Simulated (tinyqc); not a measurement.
Long-channel MOSFET, surface-potential model: two steps of the calculation.

n-channel transistor on a uniformly doped p-type body, gradual-channel approximation, constant mobility, Boltzmann statistics, full ionisation. Potentials are counted from the neutral body; V is the electron quasi-Fermi potential, Vsb at the source and Vsb + Vds at the drain. Charges are magnitudes per area.

Parameters, values chosen for the exercise; material values close to those of silicon: temperature T = 300 K; flat-band voltage Vfb = -0.4 V; channel mobility mu = 550 cm^2/(V s); gate width W = 5 um; gate length L = 0.5 um; source-body reverse bias Vsb = 1 V; gate-source voltage Vgs = 1.83 V; drain-source voltage Vds = 0.1 V.

Constants: q = 1.602176634e-19 C, kB = 1.380649e-23 J/K, Vt = kB T/q. Results are converted to the units shown.

Problem 1. Inversion charge along the channel. The surface potential psi at channel potential V solves Vgs + Vsb - Vfb - psi = gamma sqrt(G), G = psi - Vt + Vt exp((psi - 2 phiF - V)/Vt). Charge sheet: Qi = Cox gamma [sqrt(G) - sqrt(psi - Vt)]. Pao-Sah: Qi = (Cox gamma/2) integral from 3 Vt to psi of exp((u - 2 phiF - V)/Vt)/sqrt(G(u, V)) du.

V, point 0 to 10 (V): 1  1.01  1.02  1.03  1.04  1.05  1.06  1.07  1.08  1.09  1.1
phiF = 0.46968621 V
Cox = 0.72528985 uF/cm^2
gamma = 0.65505889 V^0.5

Wanted: psi; Qi, charge sheet; Qi, Pao-Sah.

Solution 1.

```
point  psi (V)  Qi, charge sheet (nC/cm^2)  Qi, Pao-Sah (nC/cm^2)
0        2.040                       188.5                  189.7
1        2.049                       180.7                  181.8
2        2.058                       172.8                  173.9
3        2.067                       165.0                  166.1
4        2.075                       157.3                  158.3
5        2.084                       149.6                  150.5
6        2.093                       142.0                  142.9
7        2.101                       134.4                  135.2
8        2.109                       126.9                  127.7
9        2.118                       119.5                  120.2
10       2.126                       112.1                  112.8
```

At the source the charge-sheet charge is 0.61 % below the Pao-Sah one.

Problem 2. Pao-Sah current by Simpson's rule. I = mu (W/L) integral of Qi dV; Simpson's rule on the 11 points, step Vds/10, weights 1, 4, 2, ..., 4, 1 times step/3.

Qi, Pao-Sah, point 0 to 10 (nC/cm^2): 189.67985  181.76239  173.88676  166.05579  158.27259  150.54068  142.86398  135.24688  127.69434  120.21199  112.80618

Give: Pao-Sah current.

Solution 2.

Pao-Sah current = 82.93 uA

Gauss-Legendre quadrature on many points gives 82.93 uA, so this value is within 0.01 % of it; the charge-sheet current, 81.75 uA, is 1.4 % below it.

Program tinyqc, `OMP_NUM_THREADS=1 python tinyqc.py 2360001 2360002 out.jsonl`; Intel Xeon 2.30GHz, shared host, one thread, about 0.04 s.
